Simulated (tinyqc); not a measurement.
From results back to parameters: Slater-Koster d bands of an fcc metal. Three cases, with inputs chosen for the exercise.

Problem. In an fcc d band with nearest neighbours E(t2g, Gamma) = 3 dds + 4 ddp + 5 ddd, E(eg, Gamma) = 1.5 dds + 6 ddp + 4.5 ddd, and at X = (1,0,0) the yz state has 3 dds - 4 ddp - 3 ddd. The three levels come from hidden integrals.

Case 1.

levels (eV): t2g Gamma -0.4480, eg Gamma 0.8520, yz at X -2.5040

Case 2.

levels (eV): t2g Gamma -1.5840, eg Gamma 0.8160, yz at X -4.5600

Case 3.

levels (eV): t2g Gamma -0.8380, eg Gamma 0.3570, yz at X -2.1260

Find: dds, ddp, ddd.

Solution. Three linear equations: the first less the third is 8 (ddp + ddd); twice the second less the first is 8 ddp + 4 ddd; their difference gives ddd.

Case 1.

dds, ddp, ddd (eV): -0.484  0.281  -0.024

Case 2.

dds, ddp, ddd (eV): -1.004  0.432  -0.060

Case 3.

dds, ddp, ddd (eV): -0.472  0.227  -0.066

Computed by tinyqc, one run a case: `OMP_NUM_THREADS=1 python tinyqc.py N N+1 out.jsonl` with N = 1481380, 1481414, 1481417; one thread of a shared Intel(R) Xeon(R) Processor @ 2.30GHz, about 0.06 s a run at most.
